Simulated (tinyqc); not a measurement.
Undoped gate-all-around wire MOSFET, analytic charge model: one step of the calculation.

An undoped round wire of radius R under an insulator shell and a surrounding gate; long channel, electrons only, n = ni exp((psi - V)/Vt) with V the quasi-Fermi potential (0 at the source, Vd at the drain), constant mobility, no quantisation. The radial Poisson equation gives n(r) = n(0)/(1 - (1 - b) r^2/R^2)^2 with b = Q0/(Q + Q0). Q is the electron charge per area of the wire surface.

Question. Charge at the source by substitution. With V = 0: u = Vg - V0 - Q/Cox, then Q(new) = (Q0/2)[sqrt(1 + 4 exp(u/Vt)) - 1], the root of Vt ln[(Q/Q0)(1 + Q/Q0)] = u.

Parameters, values chosen for the exercise: temperature T = 300 K; gate voltage Vg = 1.45 V.

Constants: q = 1.602176634e-19 C, kB = 1.380649e-23 J/K, Vt = kB T/q. Results are converted to the units shown.

Q at the start = 0 nC/cm^2
Cox = 3.0437591 uF/cm^2
Q0 = 268.57419 nC/cm^2
V0 = 0.56234950 V

Find: u; Q after iteration 1.

Answer.

u = 0.8877 V
Q after iteration 1 = 7.674e9 nC/cm^2

tinyqc, about 0.02 s, one thread, Intel Xeon 2.30GHz (shared host): `OMP_NUM_THREADS=1 python tinyqc.py 2460054 2460055 out.jsonl`
